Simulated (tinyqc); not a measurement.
## Series resistance and length offset from two lengths at two overdrives

Question. In strong inversion R W = Rsd + k(x)(L - dL), k(x) = (1 + th1 x)/(mu0 Cox x), x the overdrive, Cox = eps0 eox/tox, with Rsd and dL independent of x. Find dL, Rsd, mu0 and th1.

Parameters, values chosen for the exercise: relative permittivity of the gate insulator (close to silicon dioxide) eox = 3.9; insulator thickness tox = 2.3 nm.

Constants: eps0 = 8.8541878128e-14 F/cm where lengths are in cm. Results are converted to the units shown.

total resistance times width (ohm um):
```
                  L = 0.082 um  L = 0.43 um
overdrive 0.4 V     1186.72184   4698.33264
overdrive 1.17 V    781.249626   2386.04516
```

Solution. At each overdrive R W is a straight line in L; the two lines cross at L = dL, R W = Rsd. Their slopes give k x = (1 + th1 x)/(mu0 Cox), a straight line in x.

dL = 0.008000 um
Rsd = 440.0 ohm um
mu0 = 200.0 cm^2/(V s)
th1 = 0.5300 1/V

Computed by the program tinyqc: `OMP_NUM_THREADS=1 python tinyqc.py 2210119 2210120 out.jsonl`, one thread of a shared Intel Xeon 2.30GHz, about 0.01 s for the whole run.
